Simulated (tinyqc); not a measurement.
## Bulk resistivity and mean free path from two films

Inverse problem. In the thick-film limit single-crystal films obey rho = rho0 (1 + 3 (1 - ps) lam/(8 d)). Find rho0, lam and the product rho0 lam.

Parameters, values chosen for the exercise: specular share of surface scattering ps = 0.

rho at d = 36 and 140 nm (uohm cm): 3.2195938  2.8261812

Answer. rho is a straight line in 1/d: the intercept is rho0 and the slope (3/8)(1 - ps) rho0 lam. Without ps only the product (1 - ps) lam could be found.

rho0 = 2.69 uohm cm
lam = 18.9 nm
rho0 lam = 50.8 uohm cm nm

Computed by the program tinyqc: `OMP_NUM_THREADS=1 python tinyqc.py 2100023 2100024 out.jsonl`, one thread of a shared Intel Xeon 2.30GHz, about 0.01 s for the whole run.
